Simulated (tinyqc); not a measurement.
# Pinning of the barrier by interface states

Cowley-Sze model with the space charge neglected: phiB = S (phiM - chi) + (1 - S)(Eg - phi0), S = 1/(1 + q Dit dl/(eps0 ei)), dl in cm.

Values chosen for this exercise; band and dielectric values close to those of indium phosphide:

| symbol | value | unit | meaning |
|---|---|---|---|
| Eg | 1.35 | eV | band gap |
| chi | 4.31 | eV | electron affinity |
| dl | 0.4 | nm | thickness of the interfacial layer |
| ei | 1 |  | relative permittivity of the interfacial layer |
| phi0 | 0.74 | eV | neutral level above the valence band |
| phiM | 5.26 | eV | metal work function |

Constants: q = 1.602176634e-19 C, eps0 = 8.8541878128e-14 F/cm where lengths are in cm. Results are converted to the units shown.

Result of one run:
```
S        phiB (eV)  change of phiB for 0.5 eV more work function (eV)
0.01363     0.6146                                           0.006814
```

Which density of interface states Dit gave this result: 1e11, 3e11, 3e12, 3e14 or 1e15 cm^-2 eV^-1?

Dit = 1e15 cm^-2 eV^-1.

The whole series:
```
Dit (cm^-2 eV^-1)        S  phiB (eV)  change of phiB for 0.5 eV more work function (eV)
1e11                0.9928     0.9476                                             0.4964
3e11                0.9787     0.9428                                             0.4894
1e12                0.9325     0.9271                                             0.4663
3e12                0.8216     0.8893                                             0.4108
1e13                0.5801     0.8072                                             0.2901
3e13                0.3153     0.7172                                             0.1577
1e14                0.1214     0.6513                                            0.06069
3e14               0.04403     0.6250                                            0.02201
1e15               0.01363     0.6146                                           0.006814
```

S falls from 0.993 to 0.0136, passing 1/2 at Dit = eps0 ei/(q dl) = 1.38e13 cm^-2 eV^-1. The barrier falls from 0.948 to 0.615 eV, from near the Schottky-Mott value phiM - chi = 0.950 eV towards the pinned value Eg - phi0 = 0.610 eV.

Computed by the program tinyqc: `OMP_NUM_THREADS=1 python tinyqc.py 2020167 2020168 out.jsonl`, one thread of a shared Intel Xeon 2.30GHz, about 0.06 s for the whole run.
